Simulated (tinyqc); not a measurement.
Weibull analysis of times to dielectric breakdown, with area scaling: one step of the calculation.

Breakdown times follow F(t) = 1 - exp(-(t/t63)^beta). The 11 times below were drawn at random from beta = 1.5, t63 = 230 s and are treated as data; all samples failed.

Question. Likelihood estimate of beta. Maximum likelihood: a(beta) = 1/beta with a = sum t^beta ln t/sum t^beta - mean ln t. Fixed-point step: beta(new) = 1/a(beta).

t, i 1 to 11 (s): 44.4  101  112  114  196  198  242  244  296  384  399
beta after iteration 1 = 2.2342656

Wanted: beta after iteration 2.

Answer.

beta after iteration 2 = 1.920

tinyqc, about 0.01 s, one thread, Intel Xeon 2.30GHz (shared host): `OMP_NUM_THREADS=1 python tinyqc.py 2070067 2070068 out.jsonl`
